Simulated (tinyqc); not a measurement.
Inside a calculation (part 1 of 2). Method: UHF in the sto-3g basis, for BeH, spin multiplicity 2. This run ends on a higher stationary point, not on the lowest solution. Computed by tinyqc, a small Python program that keeps every step (integrals from PySCF). Settings: charge = 0, multiplicity = 2, basis = sto-3g, energy threshold = 1e-09, iteration cap = 86, orthogonalisation = symmetric, start = core, DIIS depth = 4, method = UHF. Command: `OMP_NUM_THREADS=1 python tinyqc.py 24780 24781 out.jsonl` (the two numbers bound the seeds that draw the settings). One thread of a shared host (Intel(R) Xeon(R) Processor @ 2.60GHz), about 0.09 s of CPU time with the checks. Later iterations appear only in the table of the cycle.

## One-electron integrals

Geometry (angstrom):
```
atom       x       y       z
Be    0.0000  0.0000  0.0000
H     0.0000  0.0000  1.5060
```

Basis sto-3g: exponents (1/bohr^2) and contraction coefficients of normalised primitives:
```
element  l (shell)  exponent  coefficient
Be           s (1)   30.1679       0.1543
Be           s (1)    5.4951       0.5353
Be           s (1)    1.4872       0.4446
Be           s (2)    1.3148      -0.1000
Be           s (2)    0.3055       0.3995
Be           s (2)    0.0994       0.7001
Be           p (3)    1.3148       0.1559
Be           p (3)    0.3055       0.6077
Be           p (3)    0.0994       0.3920
H            s (1)    3.4253       0.1543
H            s (1)    0.6239       0.5353
H            s (1)    0.1689       0.4446
```

Overlap, kinetic and nuclear-attraction integrals over the contracted functions; the nuclear repulsion is the sum of Za Zb / Rab.

nuclear repulsion = 1.405517 hartree

overlap S, lower triangle:
```
         1Be 1s  1Be 2s  1Be 2px  1Be 2py  1Be 2pz   2H 1s
1Be 1s   1.0000
1Be 2s   0.2595  1.0000
1Be 2px  0.0000  0.0000   1.0000
1Be 2py  0.0000  0.0000   0.0000   1.0000
1Be 2pz  0.0000  0.0000   0.0000   0.0000   1.0000
2H 1s    0.0482  0.3947   0.0000   0.0000   0.4751  1.0000
```

kinetic energy T (hartree), lower triangle:
```
          1Be 1s  1Be 2s  1Be 2px  1Be 2py  1Be 2pz   2H 1s
1Be 1s    6.6940
1Be 2s   -0.0330  0.2111
1Be 2px   0.0000  0.0000   0.6606
1Be 2py   0.0000  0.0000   0.0000   0.6606
1Be 2pz   0.0000  0.0000   0.0000   0.0000   0.6606
2H 1s    -0.0132  0.0460   0.0000   0.0000   0.1421  0.7600
```

nuclear attraction V (hartree), lower triangle:
```
           1Be 1s   1Be 2s  1Be 2px  1Be 2py  1Be 2pz    2H 1s
1Be 1s   -14.9125
1Be 2s    -1.9904  -2.6504
1Be 2px    0.0000   0.0000  -2.5993
1Be 2py    0.0000   0.0000   0.0000  -2.5993
1Be 2pz   -0.0143  -0.1290   0.0000   0.0000  -2.6972
2H 1s     -0.3698  -1.0145   0.0000   0.0000  -1.2014  -2.6266
```

core Hamiltonian H = T + V (hartree), lower triangle:
```
          1Be 1s   1Be 2s  1Be 2px  1Be 2py  1Be 2pz    2H 1s
1Be 1s   -8.2185
1Be 2s   -2.0234  -2.4393
1Be 2px   0.0000   0.0000  -1.9387
1Be 2py   0.0000   0.0000   0.0000  -1.9387
1Be 2pz  -0.0143  -0.1290   0.0000   0.0000  -2.0366
2H 1s    -0.3829  -0.9685   0.0000   0.0000  -1.0594  -1.8666
```

## Two-electron integrals

Functions are numbered as in S; the eight-fold symmetry (ij|kl) = (ji|kl) = (kl|ij) leaves the list below.

Two-electron integrals (ij|kl) in chemists' order, unique and non-zero (hartree):
```
(11|11) 2.2988   (21|11) 0.3920   (21|21) 0.0795   (22|11) 0.5710
(22|21) 0.1430   (22|22) 0.4177   (31|31) 0.0146   (32|31) 0.0219
(32|32) 0.0923   (33|11) 0.5696   (33|21) 0.1431   (33|22) 0.4176
(33|33) 0.4499   (41|41) 0.0146   (42|41) 0.0219   (42|42) 0.0923
(43|43) 0.0242   (44|11) 0.5696   (44|21) 0.1431   (44|22) 0.4176
(44|33) 0.4014   (44|44) 0.4499   (51|51) 0.0146   (52|51) 0.0219
(52|52) 0.0923   (53|53) 0.0242   (54|54) 0.0242   (55|11) 0.5696
(55|21) 0.1431   (55|22) 0.4176   (55|33) 0.4014   (55|44) 0.4014
(55|55) 0.4499   (61|11) 0.0720   (61|21) 0.0146   (61|22) 0.0265
(61|33) 0.0263   (61|44) 0.0263   (61|51) 0.0013   (61|52) 0.0024
(61|55) 0.0269   (61|61) 0.0028   (62|11) 0.1819   (62|21) 0.0463
(62|22) 0.1482   (62|33) 0.1425   (62|44) 0.1425   (62|51) 0.0060
(62|52) 0.0377   (62|55) 0.1594   (62|61) 0.0094   (62|62) 0.0796
(63|31) 0.0042   (63|32) 0.0197   (63|53) 0.0065   (63|63) 0.0071
(64|41) 0.0042   (64|42) 0.0197   (64|54) 0.0065   (64|64) 0.0071
(65|11) 0.1979   (65|21) 0.0509   (65|22) 0.1710   (65|33) 0.1609
(65|44) 0.1609   (65|51) 0.0098   (65|52) 0.0586   (65|55) 0.1911
(65|61) 0.0108   (65|62) 0.1043   (65|65) 0.1407   (66|11) 0.3497
(66|21) 0.0905   (66|22) 0.3254   (66|33) 0.3020   (66|44) 0.3020
(66|51) 0.0136   (66|52) 0.1104   (66|55) 0.3720   (66|61) 0.0188
(66|62) 0.2241   (66|65) 0.3111   (66|66) 0.7746
```

## Orthogonalisation

S = U s U^T; symmetric (Loewdin) form X = U s^(-1/2) U^T, so that X^T S X = 1.

eigenvalues of S: 0.3698  0.7948  1.0000  1.0000  1.1790  1.6564

X, lower triangle:
```
          1Be 1s   1Be 2s  1Be 2px  1Be 2py  1Be 2pz   2H 1s
1Be 1s    1.0277
1Be 2s   -0.1446   1.1135
1Be 2px   0.0000   0.0000   1.0000
1Be 2py   0.0000   0.0000   0.0000   1.0000
1Be 2pz  -0.0106   0.1020   0.0000   0.0000   1.1197
2H 1s     0.0232  -0.2719   0.0000   0.0000  -0.3203  1.2033
```

## Starting guess

The start is the orbitals of the core Hamiltonian; D(s) = C_occ C_occ^T for each spin.

D(alpha) at the start, lower triangle:
```
          1Be 1s  1Be 2s  1Be 2px  1Be 2py  1Be 2pz   2H 1s
1Be 1s    1.0445
1Be 2s   -0.1586  0.5490
1Be 2px   0.0000  0.0000   0.9888
1Be 2py   0.0000  0.0000   0.1051   0.0112
1Be 2pz  -0.1116  0.4432   0.0000   0.0000   0.3580
2H 1s    -0.0135  0.0777   0.0000   0.0000   0.0629  0.0111
```

D(beta) at the start, lower triangle:
```
          1Be 1s  1Be 2s  1Be 2px  1Be 2py  1Be 2pz   2H 1s
1Be 1s    1.0445
1Be 2s   -0.1586  0.5490
1Be 2px   0.0000  0.0000   0.0000
1Be 2py   0.0000  0.0000   0.0000   0.0000
1Be 2pz  -0.1116  0.4432   0.0000   0.0000   0.3580
2H 1s    -0.0135  0.0777   0.0000   0.0000   0.0629  0.0111
```

## Iteration 1: building the Fock matrix

J_ij = sum D_kl (ij|kl) with D = D(alpha) + D(beta), K_ij = sum D_kl (ik|jl) for each spin; F = H + J - K(s); E = tr D H + tr D J / 2 - 0.5 sum_s tr D(s) K(s) + E_nn.

Coulomb J (hartree), lower triangle:
```
         1Be 1s  1Be 2s  1Be 2px  1Be 2py  1Be 2pz   2H 1s
1Be 1s   6.2679
1Be 2s   1.1995  2.3720
1Be 2px  0.0000  0.0000   2.3843
1Be 2py  0.0000  0.0000   0.0051   2.3368
1Be 2pz  0.0369  0.1826   0.0000   0.0000   2.3854
2H 1s    0.2253  0.8896   0.0000   0.0000   1.0401  1.9525
```

exchange K(alpha) (hartree), lower triangle:
```
         1Be 1s  1Be 2s  1Be 2px  1Be 2py  1Be 2pz   2H 1s
1Be 1s   2.3407
1Be 2s   0.4182  0.4197
1Be 2px  0.0000  0.0000   0.5166
1Be 2py  0.0000  0.0000   0.0447   0.1005
1Be 2pz  0.0118  0.2379   0.0000   0.0000   0.2787
2H 1s    0.0848  0.2583   0.0000   0.0000   0.2402  0.2732
```

exchange K(beta) (hartree), lower triangle:
```
         1Be 1s  1Be 2s  1Be 2px  1Be 2py  1Be 2pz   2H 1s
1Be 1s   2.3261
1Be 2s   0.3963  0.3274
1Be 2px  0.0000  0.0000   0.0715
1Be 2py  0.0000  0.0000   0.0000   0.0715
1Be 2pz  0.0118  0.2379   0.0000   0.0000   0.2545
2H 1s    0.0807  0.2387   0.0000   0.0000   0.2337  0.2661
```

F(alpha) (hartree), lower triangle:
```
          1Be 1s   1Be 2s  1Be 2px  1Be 2py  1Be 2pz    2H 1s
1Be 1s   -4.2913
1Be 2s   -1.2421  -0.4869
1Be 2px   0.0000   0.0000  -0.0710
1Be 2py   0.0000   0.0000  -0.0396   0.2977
1Be 2pz   0.0108  -0.1843   0.0000   0.0000   0.0701
2H 1s    -0.2425  -0.3373   0.0000   0.0000  -0.2594  -0.1873
```

F(beta) (hartree), lower triangle:
```
          1Be 1s   1Be 2s  1Be 2px  1Be 2py  1Be 2pz    2H 1s
1Be 1s   -4.2767
1Be 2s   -1.2203  -0.3947
1Be 2px   0.0000   0.0000   0.3741
1Be 2py   0.0000   0.0000   0.0051   0.3267
1Be 2pz   0.0108  -0.1843   0.0000   0.0000   0.0943
2H 1s    -0.2384  -0.3177   0.0000   0.0000  -0.2529  -0.1802
```

total energy of this density = -14.557922 hartree

## Iteration 1: diagonalisation and new density

Diagonalise F' = X^T F X, C = X C', fill 3 alpha and 2 beta electrons from the bottom; D(s) = C_occ C_occ^T. Each column has its largest component positive (the first on a tie).

F' = X^T F X (alpha) (hartree), lower triangle:
```
         1        2        3       4        5       6
1  -4.1834
2  -0.6790  -0.1492
3   0.0000   0.0000  -0.0710
4   0.0000   0.0000  -0.0396  0.2977
5   0.0205  -0.0655   0.0000  0.0000   0.2299
6  -0.0218  -0.2764   0.0000  0.0000  -0.3244  0.0882
```

orbital energies (alpha) (hartree): MO1 -4.2956, MO2 -0.3722, MO3 -0.0752, MO4 0.1328, MO5 0.3019, MO6 0.5205

coefficients C (alpha):
```
             MO1      MO2     MO3      MO4      MO5      MO6
1Be 1s    0.9908  -0.1902  0.0000  -0.2289   0.0000   0.0867
1Be 2s    0.0342   0.5577  0.0000   0.8703   0.0000  -0.5248
1Be 2px   0.0000   0.0000  0.9944   0.0000  -0.1057   0.0000
1Be 2py   0.0000   0.0000  0.1057   0.0000   0.9944   0.0000
1Be 2pz   0.0002   0.3285  0.0000  -0.4633   0.0000  -1.0218
2H 1s    -0.0029   0.4901  0.0000  -0.4149   0.0000   1.1012
```

F' = X^T F X (beta) (hartree), lower triangle:
```
         1        2       3       4        5       6
1  -4.1724
2  -0.6705  -0.0527
3   0.0000   0.0000  0.3741
4   0.0000   0.0000  0.0051  0.3267
5   0.0208  -0.0617  0.0000  0.0000   0.2560
6  -0.0222  -0.2776  0.0000  0.0000  -0.3249  0.0900
```

orbital energies (beta) (hartree): MO1 -4.2798, MO2 -0.3341, MO3 0.1924, MO4 0.3262, MO5 0.3746, MO6 0.5424

coefficients C (beta):
```
             MO1      MO2      MO3      MO4     MO5      MO6
1Be 1s    0.9923  -0.1692  -0.2346   0.0000  0.0000   0.0965
1Be 2s    0.0285   0.4850   0.8898   0.0000  0.0000  -0.5632
1Be 2px   0.0000   0.0000   0.0000  -0.1057  0.9944   0.0000
1Be 2py   0.0000   0.0000   0.0000   0.9944  0.1057   0.0000
1Be 2pz  -0.0006   0.3326  -0.4699   0.0000  0.0000  -1.0175
2H 1s    -0.0016   0.5445  -0.3499   0.0000  0.0000   1.0982
```

D(alpha) after iteration 1, lower triangle:
```
          1Be 1s  1Be 2s  1Be 2px  1Be 2py  1Be 2pz   2H 1s
1Be 1s    1.0178
1Be 2s   -0.0722  0.3122
1Be 2px   0.0000  0.0000   0.9888
1Be 2py   0.0000  0.0000   0.1051   0.0112
1Be 2pz  -0.0623  0.1832   0.0000   0.0000   0.1079
2H 1s    -0.0960  0.2732   0.0000   0.0000   0.1610  0.2402
```

D(beta) after iteration 1, lower triangle:
```
          1Be 1s  1Be 2s  1Be 2px  1Be 2py  1Be 2pz   2H 1s
1Be 1s    1.0133
1Be 2s   -0.0538  0.2360
1Be 2px   0.0000  0.0000   0.0000
1Be 2py   0.0000  0.0000   0.0000   0.0000
1Be 2pz  -0.0569  0.1613   0.0000   0.0000   0.1106
2H 1s    -0.0937  0.2640   0.0000   0.0000   0.1811  0.2965
```

## Iteration 2: building the Fock matrix

As before.

Coulomb J (hartree), lower triangle:
```
         1Be 1s  1Be 2s  1Be 2px  1Be 2py  1Be 2pz   2H 1s
1Be 1s   6.0687
1Be 2s   1.1566  2.3023
1Be 2px  0.0000  0.0000   2.3020
1Be 2py  0.0000  0.0000   0.0051   2.2546
1Be 2pz  0.0316  0.1973   0.0000   0.0000   2.3410
2H 1s    0.2170  0.9145   0.0000   0.0000   1.0947  2.1843
```

exchange K(alpha) (hartree), lower triangle:
```
          1Be 1s  1Be 2s  1Be 2px  1Be 2py  1Be 2pz   2H 1s
1Be 1s    2.3193
1Be 2s    0.4256  0.3963
1Be 2px   0.0000  0.0000   0.5020
1Be 2py   0.0000  0.0000   0.0447   0.0859
1Be 2pz  -0.0022  0.1949   0.0000   0.0000   0.2388
2H 1s     0.0786  0.3062   0.0000   0.0000   0.2908  0.4906
```

exchange K(beta) (hartree), lower triangle:
```
          1Be 1s  1Be 2s  1Be 2px  1Be 2py  1Be 2pz   2H 1s
1Be 1s    2.3032
1Be 2s    0.4036  0.2809
1Be 2px   0.0000  0.0000   0.0510
1Be 2py   0.0000  0.0000   0.0000   0.0510
1Be 2pz  -0.0014  0.1930   0.0000   0.0000   0.2240
2H 1s     0.0756  0.2859   0.0000   0.0000   0.3035  0.5257
```

F(alpha) (hartree), lower triangle:
```
          1Be 1s   1Be 2s  1Be 2px  1Be 2py  1Be 2pz    2H 1s
1Be 1s   -4.4691
1Be 2s   -1.2924  -0.5332
1Be 2px   0.0000   0.0000  -0.1386
1Be 2py   0.0000   0.0000  -0.0396   0.2301
1Be 2pz   0.0196  -0.1265   0.0000   0.0000   0.0655
2H 1s    -0.2445  -0.3603   0.0000   0.0000  -0.2555  -0.1729
```

F(beta) (hartree), lower triangle:
```
          1Be 1s   1Be 2s  1Be 2px  1Be 2py  1Be 2pz    2H 1s
1Be 1s   -4.4530
1Be 2s   -1.2704  -0.4178
1Be 2px   0.0000   0.0000   0.3124
1Be 2py   0.0000   0.0000   0.0051   0.2650
1Be 2pz   0.0187  -0.1247   0.0000   0.0000   0.0803
2H 1s    -0.2415  -0.3399   0.0000   0.0000  -0.2681  -0.2080
```

total energy of this density = -14.793806 hartree

## Iteration 2: DIIS over 2 matrices

error matrix X^T (FDS - SDF) X (alpha):
```
         1        2       3       4        5        6
1   0.0000   0.0052  0.0000  0.0000  -0.0016  -0.0012
2  -0.0052   0.0000  0.0000  0.0000  -0.0256   0.0024
3   0.0000   0.0000  0.0000  0.0000   0.0000   0.0000
4   0.0000   0.0000  0.0000  0.0000   0.0000   0.0000
5   0.0016   0.0256  0.0000  0.0000   0.0000   0.0285
6   0.0012  -0.0024  0.0000  0.0000  -0.0285   0.0000
```

B (overlaps of the stored error matrices):
```
               1              2
1  3.8796966e-01  4.7824053e-02
2  4.7824053e-02  8.3133926e-03
```

Minimise |sum c_i e_i|^2 with sum c_i = 1: solve [B -1; -1 0][c; lambda] = [0; -1] with B_ij = tr e_i^T e_j summed over both spins, and take F = sum c_i F_i.

DIIS coefficients: -0.1314  1.1314

extrapolated F(alpha) (hartree), lower triangle:
```
          1Be 1s   1Be 2s  1Be 2px  1Be 2py  1Be 2pz    2H 1s
1Be 1s   -4.4925
1Be 2s   -1.2990  -0.5393
1Be 2px   0.0000   0.0000  -0.1475
1Be 2py   0.0000   0.0000  -0.0396   0.2212
1Be 2pz   0.0207  -0.1189   0.0000   0.0000   0.0649
2H 1s    -0.2448  -0.3633   0.0000   0.0000  -0.2549  -0.1710
```

extrapolated F(beta) (hartree), lower triangle:
```
          1Be 1s   1Be 2s  1Be 2px  1Be 2py  1Be 2pz    2H 1s
1Be 1s   -4.4761
1Be 2s   -1.2770  -0.4208
1Be 2px   0.0000   0.0000   0.3043
1Be 2py   0.0000   0.0000   0.0051   0.2569
1Be 2pz   0.0197  -0.1169   0.0000   0.0000   0.0784
2H 1s    -0.2419  -0.3428   0.0000   0.0000  -0.2701  -0.2117
```

## Iteration 2: diagonalisation and new density

As before.

F' = X^T F X (alpha) (hartree), lower triangle:
```
         1        2        3       4        5       6
1  -4.3800
2  -0.7087  -0.1690
3   0.0000   0.0000  -0.1475
4   0.0000   0.0000  -0.0396  0.2212
5   0.0178   0.0195   0.0000  0.0000   0.2378
6  -0.0104  -0.3287   0.0000  0.0000  -0.3483  0.1327
```

orbital energies (alpha) (hartree): MO1 -4.4970, MO2 -0.3728, MO3 -0.1517, MO4 0.0708, MO5 0.2254, MO6 0.6205

coefficients C (alpha):
```
             MO1      MO2     MO3      MO4      MO5      MO6
1Be 1s    0.9908  -0.1983  0.0000  -0.2070   0.0000   0.1181
1Be 2s    0.0344   0.5882  0.0000   0.7679   0.0000  -0.6389
1Be 2px   0.0000   0.0000  0.9944   0.0000  -0.1057   0.0000
1Be 2py   0.0000   0.0000  0.1057   0.0000   0.9944   0.0000
1Be 2pz  -0.0020   0.2593  0.0000  -0.5955   0.0000  -0.9720
2H 1s    -0.0040   0.5072  0.0000  -0.3193   0.0000   1.1251
```

F' = X^T F X (beta) (hartree), lower triangle:
```
         1        2       3       4        5       6
1  -4.3668
2  -0.7040  -0.0426
3   0.0000   0.0000  0.3043
4   0.0000   0.0000  0.0051  0.2569
5   0.0165   0.0305  0.0000  0.0000   0.2618
6  -0.0120  -0.3259  0.0000  0.0000  -0.3591  0.0824
```

orbital energies (beta) (hartree): MO1 -4.4794, MO2 -0.3493, MO3 0.1255, MO4 0.2563, MO5 0.3048, MO6 0.6381

coefficients C (beta):
```
             MO1      MO2      MO3      MO4     MO5      MO6
1Be 1s    0.9923  -0.1595  -0.2242   0.0000  0.0000   0.1318
1Be 2s    0.0288   0.4438   0.8209   0.0000  0.0000  -0.6880
1Be 2px   0.0000   0.0000   0.0000  -0.1057  0.9944   0.0000
1Be 2py   0.0000   0.0000   0.0000   0.9944  0.1057   0.0000
1Be 2pz  -0.0025   0.2772  -0.5819   0.0000  0.0000  -0.9753
2H 1s    -0.0025   0.6102  -0.2214   0.0000  0.0000   1.0971
```

D(alpha) after iteration 2, lower triangle:
```
          1Be 1s  1Be 2s  1Be 2px  1Be 2py  1Be 2pz   2H 1s
1Be 1s    1.0209
1Be 2s   -0.0826  0.3472
1Be 2px   0.0000  0.0000   0.9888
1Be 2py   0.0000  0.0000   0.1051   0.0112
1Be 2pz  -0.0534  0.1525   0.0000   0.0000   0.0673
2H 1s    -0.1045  0.2982   0.0000   0.0000   0.1315  0.2572
```

D(beta) after iteration 2, lower triangle:
```
          1Be 1s  1Be 2s  1Be 2px  1Be 2py  1Be 2pz   2H 1s
1Be 1s    1.0101
1Be 2s   -0.0422  0.1978
1Be 2px   0.0000  0.0000   0.0000
1Be 2py   0.0000  0.0000   0.0000   0.0000
1Be 2pz  -0.0467  0.1230   0.0000   0.0000   0.0769
2H 1s    -0.0998  0.2707   0.0000   0.0000   0.1692  0.3724
```

## Iteration 3: building the Fock matrix

As before.

Coulomb J (hartree), lower triangle:
```
         1Be 1s  1Be 2s  1Be 2px  1Be 2py  1Be 2pz   2H 1s
1Be 1s   6.0507
1Be 2s   1.1524  2.2949
1Be 2px  0.0000  0.0000   2.2941
1Be 2py  0.0000  0.0000   0.0051   2.2466
1Be 2pz  0.0299  0.1932   0.0000   0.0000   2.3345
2H 1s    0.2160  0.9142   0.0000   0.0000   1.0959  2.2008
```

exchange K(alpha) (hartree), lower triangle:
```
          1Be 1s  1Be 2s  1Be 2px  1Be 2py  1Be 2pz   2H 1s
1Be 1s    2.3201
1Be 2s    0.4242  0.4102
1Be 2px   0.0000  0.0000   0.5045
1Be 2py   0.0000  0.0000   0.0447   0.0884
1Be 2pz  -0.0033  0.1807   0.0000   0.0000   0.2172
2H 1s     0.0772  0.3091   0.0000   0.0000   0.2733  0.4870
```

exchange K(beta) (hartree), lower triangle:
```
          1Be 1s  1Be 2s  1Be 2px  1Be 2py  1Be 2pz   2H 1s
1Be 1s    2.3007
1Be 2s    0.4035  0.2714
1Be 2px   0.0000  0.0000   0.0477
1Be 2py   0.0000  0.0000   0.0000   0.0477
1Be 2pz  -0.0022  0.1815   0.0000   0.0000   0.2126
2H 1s     0.0750  0.2881   0.0000   0.0000   0.3065  0.5645
```

F(alpha) (hartree), lower triangle:
```
          1Be 1s   1Be 2s  1Be 2px  1Be 2py  1Be 2pz    2H 1s
1Be 1s   -4.4879
1Be 2s   -1.2953  -0.5546
1Be 2px   0.0000   0.0000  -0.1491
1Be 2py   0.0000   0.0000  -0.0396   0.2196
1Be 2pz   0.0190  -0.1166   0.0000   0.0000   0.0806
2H 1s    -0.2441  -0.3635   0.0000   0.0000  -0.2367  -0.1527
```

F(beta) (hartree), lower triangle:
```
          1Be 1s   1Be 2s  1Be 2px  1Be 2py  1Be 2pz    2H 1s
1Be 1s   -4.4686
1Be 2s   -1.2746  -0.4158
1Be 2px   0.0000   0.0000   0.3077
1Be 2py   0.0000   0.0000   0.0051   0.2603
1Be 2pz   0.0179  -0.1174   0.0000   0.0000   0.0853
2H 1s    -0.2419  -0.3424   0.0000   0.0000  -0.2699  -0.2303
```

total energy of this density = -14.801379 hartree

## Iteration 3: DIIS over 3 matrices

error matrix X^T (FDS - SDF) X (alpha):
```
         1        2       3       4        5        6
1   0.0000  -0.0014  0.0000  0.0000   0.0041   0.0029
2   0.0014   0.0000  0.0000  0.0000  -0.0116  -0.0176
3   0.0000   0.0000  0.0000  0.0000   0.0000   0.0000
4   0.0000   0.0000  0.0000  0.0000   0.0000   0.0000
5  -0.0041   0.0116  0.0000  0.0000   0.0000   0.0024
6  -0.0029   0.0176  0.0000  0.0000  -0.0024   0.0000
```

B (overlaps of the stored error matrices), lower triangle:
```
               1              2              3
1  3.8796966e-01
2  4.7824053e-02  8.3133926e-03
3  4.2069312e-03  2.1906755e-03  1.4728043e-03
```

As before.

DIIS coefficients: 0.0731  -0.7132  1.6401

extrapolated F(alpha) (hartree), lower triangle:
```
          1Be 1s   1Be 2s  1Be 2px  1Be 2py  1Be 2pz    2H 1s
1Be 1s   -4.4870
1Be 2s   -1.2935  -0.5649
1Be 2px   0.0000   0.0000  -0.1508
1Be 2py   0.0000   0.0000  -0.0396   0.2179
1Be 2pz   0.0180  -0.1145   0.0000   0.0000   0.0906
2H 1s    -0.2436  -0.3639   0.0000   0.0000  -0.2250  -0.1408
```

extrapolated F(beta) (hartree), lower triangle:
```
          1Be 1s   1Be 2s  1Be 2px  1Be 2py  1Be 2pz    2H 1s
1Be 1s   -4.4657
1Be 2s   -1.2736  -0.4128
1Be 2px   0.0000   0.0000   0.3092
1Be 2py   0.0000   0.0000   0.0051   0.2618
1Be 2pz   0.0168  -0.1171   0.0000   0.0000   0.0895
2H 1s    -0.2419  -0.3424   0.0000   0.0000  -0.2700  -0.2425
```
